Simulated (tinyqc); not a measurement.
Inside a calculation. Model: Hall factor, magnetoresistance and optical conductivity for a power-law relaxation time. Computed by tinyqc, a small Python program that keeps every step. Command: `OMP_NUM_THREADS=1 python tinyqc.py 3017575 3017576 out.jsonl magneto walk`. One thread of a shared host (Intel(R) Xeon(R) Processor @ 2.30GHz), about 0.01 s of CPU time with the checks. Intermediate numbers are printed to about 7 digits and carried at full precision; extremes and crossings named in words are read from the listed rows.

One spherical parabolic band, tau(E) = tau_0 x^s with x = E/(k_B T). Landau quantisation is left out.

Inputs (values chosen for the exercise, with a mass close to that of electrons in InAs):
```
quantity                         value  unit
effective mass m                 0.023   m_0
exponent s                         1.5     -
tau_0                              240    fs
reduced Fermi level eta            6.7     -
temperature T                      150     K
magnetic field B                   0.2     T
frequency f                        4.9   THz
background permittivity eps_inf   8.82     -
```

Constants: m_0 = 9.1093837015e-31 kg; k_B = 1.380649e-23 J/K; hbar = 1.054571817e-34 J s; e = 1.602176634e-19 C; eps_0 = 8.8541878128e-12 F/m; c = 299792458 m/s.

## Density and moments of tau

<y> = int y x^(3/2) f (1 - f) dx / int x^(3/2) f (1 - f) dx, f = 1/(1 + exp(x - eta)). Integrals over x = E/(k_B T) use 160 Gauss-Legendre points in u = sqrt(x) from 0 to sqrt(max(eta, 0) + 45). n = (2 m k_B T)^(3/2)/(3 pi^2 hbar^3) int x^(3/2) f (1 - f) dx; moments in units of tau_0.

density n = 4.151027e+17 1/cm^3

<tau>/tau_0 = 20.57647

<tau^2>/tau_0^2 = 477.4871

<tau^3>/tau_0^3 = 12446.23

<1/tau> tau_0 = 0.05601351

## Limits

mu = e <tau>/m; weak field r_H = <tau^2>/<tau>^2 and MR = c (mu B)^2, c = <tau^3>/<tau>^3 - r_H^2; strong field r_H = 1 and MR = <tau> <1/tau> - 1.

drift mobility mu = 377638.0 cm^2/(V s)

weak-field Hall factor = 1.127768

coefficient c = 0.1567866

saturation MR = 15.25602 %

For a classical gas r_H = Gamma(5/2) Gamma(5/2 + 2s)/Gamma(5/2 + s)^2 = 1.9328; degeneracy narrows the energy window and pulls it towards 1.

## At the given field

With w_c = e B/m: sigma_xx = (n e^2/m) <tau/(1 + w_c^2 tau^2)>, sigma_xy = (n e^2/m) <w_c tau^2/(1 + w_c^2 tau^2)>; r_H = (n e/B) sigma_xy/(sigma_xx^2 + sigma_xy^2); MR = sigma_0 sigma_xx/(sigma_xx^2 + sigma_xy^2) - 1, sigma_0 = n e^2 <tau>/m.

mu B = 7.552759

sigma_xx = 485.8014 S/cm

|sigma_xy| = 3238.535 S/cm

Hall factor r_H = 1.004207

magnetoresistance MR = 13.77298 %

## Field dependence

The formulas are those given above.

Against the field:
```
B (T)             mu B       r_H        MR (%)
7.90e-04  2.983340e-02  1.127546  1.391566e-02
2.60e-03  9.818587e-02  1.125447  1.468167e-01
7.90e-03  2.983340e-01  1.111106  1.127807e+00
1.60e-02  6.042208e-01  1.085354  3.189408e+00
2.60e-02  9.818587e-01  1.061606  5.464756e+00
5.30e-02  2.001481e+00  1.030008  9.263276e+00
1.10e-01  4.154018e+00  1.011018  1.231698e+01
2.60e-01  9.818587e+00  1.002684  1.417121e+01
1.10e+00  4.154018e+01  1.000196  1.504866e+01
```

r_H falls from 1.128 to 1.000, so a strong-field measurement gives n directly; half of the fall is done between 0.604 and 0.982 in mu B. MR starts as B^1.98 and reaches 99 % of its saturation value in the last row. It arises only because carriers of different energy have different Hall angles, which one Hall field cannot cancel.

## Response at frequency f

sigma(w) = (n e^2/m) <tau/(1 - i w tau)>, w = 2 pi f; eps = eps_inf + i sigma/(eps_0 w); N = sqrt(eps); absorption coefficient 2 w Im N/c; reflectivity |(N - 1)/(N + 1)|^2; plasma frequency sqrt(n e^2/(eps_inf eps_0 m))/(2 pi).

sigma(w) = 1.2515+165.1776i S/cm

permittivity = -51.77355+0.45909i

refractive index = 0.031901+7.195455i

absorption coefficient = 14778.95 1/cm

reflectivity = 0.9975850

plasma frequency = 12.84373 THz

w <tau> = 152.04 and f/f_p = 0.382. At high frequency Re sigma is set by <1/tau>, not <tau>, so a Drude formula with the single time <tau> understates it by a factor that tends to 1.15.

Checks made by the program: <tau> against adaptive quadrature (relative difference below 1e-10).
